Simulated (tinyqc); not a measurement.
# Frequency dispersion of an accumulation capacitance by border traps, distributed model, step by step

tinyqc, about 0.4 s, one thread, Intel Xeon 2.30GHz (shared host): `OMP_NUM_THREADS=1 python tinyqc.py 2202074 2202075 out.jsonl` Printed values are rounded.

Traps spread evenly through the insulator exchange electrons with the semiconductor by tunnelling, with tau(x) = t0 exp(2 ka x) at depth x from the interface. The admittance per area Y seen at depth x obeys dY/dx = -Y^2/(i w eps0 eox) + q Nb ln(1 + i w tau)/tau, with Y(0) = i w Cs and w = 2 pi f; the gate sees Y(tox) = G + i w C. Working variable y = Y/(i w), in uF/cm^2. Cox = eps0 eox/tox.

Values chosen for this exercise; permittivity close to that of silicon dioxide: relative permittivity of the insulator eox = 3.82; insulator thickness tox = 3.5 nm; semiconductor capacitance in accumulation Cs = 1.7 uF/cm^2; density of border traps Nb = 1e20 cm^-3 eV^-1; decay constant of the wave function in the insulator ka = 5.5 1/nm; time constant of a trap at the interface t0 = 9e-11 s; frequency f = 1e5 Hz; depth down to which the steps are taken xe = 1.3 nm.

Constants: q = 1.602176634e-19 C, eps0 = 8.8541878128e-14 F/cm where lengths are in cm. Results are converted to the units shown.

## Scales and lumped estimate

Cox; trap-free value 1/(1/Cox + 1/Cs); response depth d = ln(1/(w t0))/(2 ka), where w tau = 1; lumped estimate: all traps within d act as C_bt = q Nb d placed at d/2, so C = 1/{1/[1/(1/Cs + d/(2 eps0 eox)) + C_bt] + (tox - d/2)/(eps0 eox)}.

Cox = 0.966371 uF/cm^2
trap-free C = 0.616130 uF/cm^2
d = 0.889128 nm
C_bt = 1.42454 uF/cm^2
lumped C = 0.794458 uF/cm^2

The traps within reach amount to 0.838 Cs and lie in the first 25.4 % of the insulator.

## Midpoint steps through the active depth

In terms of y: dy/dx = -y^2/(eps0 eox) + s(x), s = q Nb ln(1 + z)/z, z = i w tau. 8 midpoint steps of h = xe/8: y_half = y + (h/2) y'(x, y), y(new) = y + h y'(x + h/2, y_half).

```
point,x (nm),s (uF/(cm^2 nm)),y (uF/cm^2)
0,0,1.60218-0.00005i,1.70000+0.00000i
1,0.1625,1.60218-0.00027i,1.81140-0.00002i
2,0.325,1.60217-0.00162i,1.90505-0.00012i
3,0.4875,1.60210-0.00966i,1.98308-0.00072i
4,0.65,1.59941-0.05757i,2.04756-0.00427i
5,0.8125,1.51295-0.31635i,2.09805-0.02515i
6,0.975,0.74755-0.63233i,2.08383-0.10754i
7,1.13750,0.15702-0.28511i,1.94336-0.15515i
8,1.3,0.02723-0.07888i,1.78808-0.15091i
```

## Capacitance and conductance at the gate

y at xe = 1.78808-0.15091i uF/cm^2

Beyond xe the traps are ignored, so 1/y(tox) = 1/y(xe) + (tox - xe)/(eps0 eox); C = Re y, G/w = -Im y, loss tangent G/(w C).

y at the gate = 0.828108-0.032188i uF/cm^2
C = 0.828108 uF/cm^2
G/w = 0.0321880 uF/cm^2
loss tangent = 0.0388693

A fine integration over the whole insulator gives C = 0.83015 and G/w = 0.03415 uF/cm^2; the coarse G/w is 5.7 % below that. The fine C is 35 % above the trap-free value, and the lumped estimate is 4.3 % below the fine result.
